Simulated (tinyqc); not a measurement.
Fully depleted semiconductor-on-insulator film with two gates, non-linear Poisson equation by Newton steps: one step of the calculation.

One dimension across the film, front interface at x = 0, back interface at x = ts. psi is counted from the intrinsic level, n = ni exp(psi/Vt) (source grounded), holes neglected, acceptors ionised. Gates act through Cox = eps0 eox/tox and Cbox = 3.9 eps0/tb with potentials G1 = Vg - (phiM - chi - Vt ln(Nc/ni)) and G2 = Vb - (phiB - chi - Vt ln(Nc/ni)). Classical Boltzmann densities, no interface charge, no depletion in the back plane.

Problem. Capacitances and gate potentials. ni = sqrt(Nc Nv) exp(-Eg/(2 Vt)), Eg in volts; Cox, Cbox, G1, G2 as defined; Cs = eps0 eps_r/ts; a = eps0 eps_r/h with h = ts/7; coupling ratio of a depleted film Cs Cbox/(Cox (Cs + Cbox)).

Inputs (values chosen for the exercise); band and dielectric values close to those of silicon: temperature T = 400 K; band gap Eg = 1.11 eV; relative permittivity eps_r = 11.5; conduction-band density of states at T Nc = 4.39e19 cm^-3; valence-band density of states at T Nv = 4.13e19 cm^-3; electron affinity chi = 4.03 eV; relative permittivity of the gate insulator (close to silicon dioxide) eox = 3.9; insulator thickness tox = 1.8 nm; film thickness ts = 5.8 nm; buried-oxide thickness (eps_r 3.9) tb = 13 nm; work function of the front gate phiM = 4.66 eV; work function of the back plane phiB = 4.53 eV; back-gate voltage Vb = 0 V; front-gate voltage Vg = 0.47 V.

Constants: q = 1.602176634e-19 C, kB = 1.380649e-23 J/K, Vt = kB T/q, eps0 = 8.8541878128e-14 F/cm where lengths are in cm. Results are converted to the units shown.

Give: ni; Cox; Cbox; Cs; a; G1; G2; coupling ratio.

Solution.

ni = 4.3303e12 cm^-3
Cox = 1.9184 uF/cm^2
Cbox = 0.26563 uF/cm^2
Cs = 1.7556 uF/cm^2
a = 12.289 uF/cm^2
G1 = 0.39605 V
G2 = 0.056052 V
coupling ratio = 0.12026

Range of the model: In so thin a film or at such density quantum confinement moves the charge away from the interfaces and raises the threshold.

tinyqc, about 0.5 s, one thread, Intel Xeon 2.30GHz (shared host): `OMP_NUM_THREADS=1 python tinyqc.py 2190133 2190134 out.jsonl`
